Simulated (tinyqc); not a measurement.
Worked calculation: density of states of one tight-binding band on the simple cubic lattice. Values are carried at full precision from step to step, so a last printed digit may differ when a step is redone from the rounded ones.

E(k) = -2 t (c1 + c2 + c3) - 4 t2 (c1 c2 + c2 c3 + c3 c1) with ci = cos(2 pi ki); k in fractions of the reciprocal vectors, mesh k_i = j/N with j = 0 .. N-1. Densities are per cell and per spin, so the band holds one state.

Parameters, chosen for this exercise:

| symbol | value | unit | meaning |
|---|---|---|---|
| t | 0.96 | eV | nearest hopping |
| t2 | -0.06 | eV | second hopping |
| N | 4 |  | mesh points along each axis |
| bins | 8 |  | bins of the histogram |
| E_lo | -5.113 | eV | lower end of the histogram |
| E_hi | 6.517 | eV | upper end |
| E | 4.41 | eV | energy at which the density is wanted |
| sigma | 0.288 | eV | Gaussian width |

## Energies on the mesh

Evaluate the band at all 64 points and collect equal values.

Distinct energies:

| E_k (eV) | points |
|---|---|
| -5.0400 | 1 |
| -3.6000 | 6 |
| -2.1600 | 3 |
| -1.9200 | 12 |
| -0.2400 | 12 |
| 0.0000 | 8 |
| 1.6800 | 3 |
| 1.9200 | 12 |
| 4.0800 | 6 |
| 6.4800 | 1 |

The 64 points give 10 distinct energies between -5.0400 and 6.4800 eV; a dense mesh gives a band from -5.040 to 6.480 eV.

## Histogram

Count the points in equal bins from E_lo to E_hi; g = count/(all points x bin width).

Histogram:

| from (eV) | to (eV) | points | g (1/eV) |
|---|---|---|---|
| -5.1130 | -3.6593 | 1 | 0.0107 |
| -3.6593 | -2.2055 | 6 | 0.0645 |
| -2.2055 | -0.7518 | 15 | 0.1612 |
| -0.7518 | 0.7020 | 20 | 0.2150 |
| 0.7020 | 2.1557 | 15 | 0.1612 |
| 2.1557 | 3.6095 | 0 | 0.0000 |
| 3.6095 | 5.0633 | 6 | 0.0645 |
| 5.0633 | 6.5170 | 1 | 0.0107 |

Empty bins: 1 of 8; the fullest holds 20 points. Empty bins inside the band come from the coarse mesh, not from gaps.

## Gaussian broadening at one energy

Gaussian broadening: g(E) = mean over the mesh of exp(-(E - E_k)^2/(2 sigma^2))/(sigma sqrt(2 pi)), n(E) = mean of erfc((E_k - E)/(sigma sqrt 2))/2.

Sum over the distinct energies with their counts.

n(E) = 0.9726
g(E) = 0.0674 1/eV

## One tetrahedron of the mesh

For corner energies e1 <= e2 <= e3 <= e4 and eij = ei - ej, the share of the tetrahedron below E is n = (E - e1)^3/(e21 e31 e41) for e1 < E < e2; n = [e21^2 + 3 e21 x + 3 x^2 - (e31 + e42) x^3/(e32 e42)]/(e31 e41) with x = E - e2 for e2 < E < e3; n = 1 - (e4 - E)^3/(e41 e42 e43) for e3 < E < e4; its density of states is g = dn/dE.

corner energies, sorted (eV): 0.0000  1.9200  4.0800  6.4800

Find its share below E and its density of states at E.

n = 0.8749
g = 0.1813 1/eV

E lies between corners 3 and 4.

## Sum over all linear tetrahedra

Each cube of the mesh, corners numbered 0 to 7 as the binary number (i j l), is cut into six tetrahedra around the diagonal 0-7: 0137, 0157, 0237, 0267, 0457, 0467. For corner energies e1 <= e2 <= e3 <= e4 and eij = ei - ej, the share of the tetrahedron below E is n = (E - e1)^3/(e21 e31 e41) for e1 < E < e2; n = [e21^2 + 3 e21 x + 3 x^2 - (e31 + e42) x^3/(e32 e42)]/(e31 e41) with x = E - e2 for e2 < E < e3; n = 1 - (e4 - E)^3/(e41 e42 e43) for e3 < E < e4; its density of states is g = dn/dE.

Average n and g over all pieces of the mesh. The reference uses the same method with N = 36.

n(E) = 0.9855
g(E) = 0.0210 1/eV
reference n(E) = 0.955
reference g(E) = 0.037 1/eV

On this mesh the linear method errs by -0.016 1/eV in g and +0.031 in n; the Gaussian sum erred by +0.030 and +0.018.

## Checks

- States below the top of the band by the linear method against one: both 1.000000.

Program tinyqc; command `OMP_NUM_THREADS=1 python tinyqc.py 1682757 1682758 out.jsonl`; about 0.2 s on one thread of a shared Intel(R) Xeon(R) Processor @ 2.30GHz.
